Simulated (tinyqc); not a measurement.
Two-band tight binding of a puckered layer, step by step. Values are carried at full precision from step to step, so a last printed digit may differ when a step is redone from the rounded ones.

With X = kx ax/2 and Y = ky ay/2: h = t2 + 2 cos(Y) (t1 exp(iX) + t3 exp(-iX)) + t5 exp(2iX), d = 4 t4 cos(X) cos(Y), H = [[d, h], [h*, d]], E = d -/+ |h|.

Constants: hbar^2/2m0 = 3.80998211 eV angstrom^2.

Inputs chosen for the exercise (near a published set for monolayer black phosphorus; the results hold for these values, not for the real material):
```
symbol  value         unit        meaning
ax      4.49          angstrom    period along x (armchair)
ay      3.33          angstrom    period along y (zigzag)
t1      -1.203        eV          along the zigzag
t2      3.688         eV          across the pucker
t3      -0.187        eV          second in the sheet
t4      -0.095        eV          same sublattice
t5      -0.056        eV          far across
k       (0.59, 0.35)  1/angstrom  wave vector
```

## One k point

Form X, Y, h, d and the levels.

X, Y (rad): 1.32455  0.58275

h = 3.1715-1.6719i eV
d = -0.0773 eV

levels (eV): -3.6626  3.5079

## Expansion about Gamma

h = h0 + i chi kx + gx kx^2 + gy ky^2 and d = 4 t4 + ex kx^2 + ey ky^2, with h0 = t2 + 2 t1 + 2 t3 + t5, chi = ax (t1 - t3 + t5), gx = -ax^2 ((t1 + t3)/4 + t5/2), gy = -ay^2 (t1 + t3)/4, ex = -t4 ax^2/2, ey = -t4 ay^2/2. The gap is 2 h0.

h0 = 0.8520 eV
gap = 1.7040 eV
chi = -4.8133 eV angstrom

gx, gy, ex, ey (eV angstrom^2): 7.5701  3.8534  0.9576  0.5267

## Masses

Electrons: c/(ex + gx + chi^2/(2 h0)) along x, c/(ey + gy) along y; holes: the same with -ex and -ey; c = hbar^2/2m0. The coefficients stand in the order gx, gy, ex, ey.

masses (m0):
```
               x       y
electron  0.1722  0.8698
hole      0.1885  1.1453
```

density-of-states mass sqrt(mx my) (m0): electron 0.3870, hole 0.4647

my/mx: electron 5.05, hole 6.07

Along x the term chi^2/(2 h0) = 13.60 eV angstrom^2 couples the bands and makes both carriers light; along y it is absent.

## Checks

- Electron mass along x against a finite difference of the band: both 0.1722.

(tinyqc, `OMP_NUM_THREADS=1 python tinyqc.py 1452871 1452872 out.jsonl`, Intel(R) Xeon(R) Processor @ 2.30GHz, 1 thread, shared host, about 0.01 s.)
